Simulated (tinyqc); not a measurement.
Inside a calculation. Model: q-state Potts model on a small periodic square lattice: enumeration, Metropolis, heat-bath and Wolff steps. Computed by tinyqc, a small Python program that keeps every step. Command: `OMP_NUM_THREADS=1 python tinyqc.py 3114297 3114298 out.jsonl potts walk`. One thread of a shared host (Intel(R) Xeon(R) Processor @ 2.30GHz), about 0.07 s of CPU time with the checks. Intermediate numbers are printed to about 5 digits and carried at full precision; extremes and crossings named in words are read from the listed rows.

E = -J x (number of nearest-neighbour bonds with equal states); n x n sites with periodic edges have 2 n^2 bonds. Order parameter m = (q f - 1)/(q - 1), f being the largest share of one state. Sites are numbered row by row from 0. Here q = 2 and n = 4.

Inputs (values chosen for the exercise, for a model of domains or grain orientations):

| quantity | value | unit |
|---|---|---|
| number of states q | 2 | - |
| edge n | 4 | - |
| coupling J | 48 | meV |
| temperature T | 735 | K |
| seed | 491010 | - |

Update: Wolff cluster.

Constants: k_B = 8.617333262e-05 eV/K.

## Scales

K = J/(k_B T); the infinite square lattice orders at K_c = ln(1 + sqrt(q)); Wolff bond probability p = 1 - exp(-K).

K = 0.75785

K_c = 0.88137

T_c of the infinite lattice = 631.99 K

p = 0.53133

## Density of states

All q^(n^2) states are counted by their number b of equal bonds; weights g(b) exp(K b), K = J/(k_B T). Per site: u = -J <b>/n^2, c/k_B = K^2 (<b^2> - <b>^2)/n^2.

States by number of equal bonds:

| b | g(b) | probability |
|---|---|---|
| 0 | 2 | 8.0375e-12 |
| 4 | 32 | 2.6653e-09 |
| 6 | 64 | 2.4268e-08 |
| 8 | 424 | 7.3195e-07 |
| 10 | 1728 | 1.3581e-05 |
| 12 | 6688 | 2.3929e-04 |
| 14 | 13568 | 2.2100e-03 |
| 16 | 20524 | 1.5220e-02 |
| 18 | 13568 | 4.5805e-02 |
| 20 | 6688 | 1.0279e-01 |
| 22 | 1728 | 1.2091e-01 |
| 24 | 424 | 1.3506e-01 |
| 26 | 64 | 9.2812e-02 |
| 28 | 32 | 2.1127e-01 |
| 32 | 2 | 2.7367e-01 |

The most probable level has b = 32 of 32 bonds.

## Exact averages

ln Z = ln sum g(b) exp(K b); entropy per site s/k_B = (ln Z - K <b>)/n^2.

<b> = 26.145

energy u = -78.436 meV/site

heat capacity c = 0.77799 k_B/site

entropy s = 0.40162 k_B/site

## Order parameter

The same sums with m: <m> and the Binder ratio U = 1 - <m^4>/(3 <m^2>^2).

<m> = 0.71579

Binder ratio U = 0.55562

## One Wolff cluster

start states:
```
   1  2  3  4
1  0  1  1  0
2  1  1  0  0
3  0  1  0  1
4  1  0  1  0
```

random numbers, used in turn: 0.0601  0.5087  0.3527  0.6851  0.0860  0.2024  0.1260  0.3144  0.8067  0.8593  0.9688  0.4387  0.2648  0.9380  0.1480  0.0538  0.2950  0.4549  0.1665  0.2373  0.6584  0.0108  0.0654  0.5351  0.2276  0.5979  0.1813  0.9371  0.7812  0.8795  0.0156  0.5078  0.5869  0.8141  0.2619  0.5267  0.4138  0.2047  0.0805  0.7800  0.6519  0.7367  0.4134  0.1973  0.7133  0.3146  0.5520  0.7506  0.6373  0.6486  0.7791  0.1451  0.8356  0.0254  0.5824  0.5705  0.7745  0.0919  0.5077  0.2431  0.6852  0.9203  0.7841  0.6819  0.4605  0.3813

Seed site = floor(r n^2); new state = (old + 1 + floor(r (q - 1))) mod q. Sites are taken first in, first out; each neighbour (right, left, below, above) with the seed state and not yet in the cluster joins if the next r < p. The cluster then takes the new state.

Bonds tested:

| from | to | r | result |
|---|---|---|---|
| 0 | 3 | 0.3527 | joins |
| 3 | 7 | 0.6851 | no |
| 3 | 15 | 0.0860 | joins |

seed site = 0

cluster size = 3

states afterwards:
```
   1  2  3  4
1  1  1  1  1
2  1  1  0  0
3  0  1  0  1
4  1  0  1  1
```

## A longer run and its error bar

After 400 updates are discarded, b is recorded for 4000 cluster flips of the update named (random numbers not printed, so these rows are one sample). Records are averaged in blocks; the error is the scatter of block means over sqrt(number of blocks), and the last column its square over that for single records.

Blocking:

| block length | mean b | error | variance ratio |
|---|---|---|---|
| 1 | 26.079 | 0.07335 | 1.0000 |
| 4 | 26.079 | 0.09734 | 1.7609 |
| 16 | 26.079 | 0.10455 | 2.0316 |
| 40 | 26.079 | 0.10510 | 2.0532 |
| 100 | 26.079 | 0.08884 | 1.4670 |

The run gives 26.079 +/- 0.105 (blocks of 40) against the exact 26.145, a difference of 0.6 error bars. Single records understate the error by a factor of about 1.4, because successive records are correlated.

## Across the transition

m and U = 1 - <m^4>/(3 <m^2>^2) from the same sums; K = K_c T_c/T.

Exact values for this lattice:

| T/T_c | share of equal bonds | c (k_B/site) | <m> | U |
|---|---|---|---|---|
| 0.50 | 0.99810 | 0.04973 | 0.99802 | 0.66635 |
| 0.70 | 0.98261 | 0.25772 | 0.97999 | 0.66252 |
| 0.85 | 0.94907 | 0.54283 | 0.93412 | 0.64967 |
| 0.95 | 0.91285 | 0.72417 | 0.87863 | 0.63071 |
| 1.00 | 0.89141 | 0.78327 | 0.84386 | 0.61720 |
| 1.10 | 0.84557 | 0.81299 | 0.76609 | 0.58221 |
| 1.25 | 0.78070 | 0.68950 | 0.65005 | 0.51527 |
| 1.50 | 0.70351 | 0.41203 | 0.50624 | 0.39852 |
| 2.00 | 0.62999 | 0.15995 | 0.37045 | 0.24374 |
| 3.00 | 0.57836 | 0.05267 | 0.28601 | 0.13484 |

c is largest, 0.81 k_B, at T/T_c = 1.1: on so small a lattice the transition is a broad bump. At T_c the infinite lattice has a share (1 + 1/sqrt(q))/2 = 0.854 of equal bonds, against 0.891 here. <m> stays at 0.29 at 3 T_c, since the largest share among 16 sites always exceeds 1/q on average.

Checks made by the program: number of states (relative difference below 1e-10).
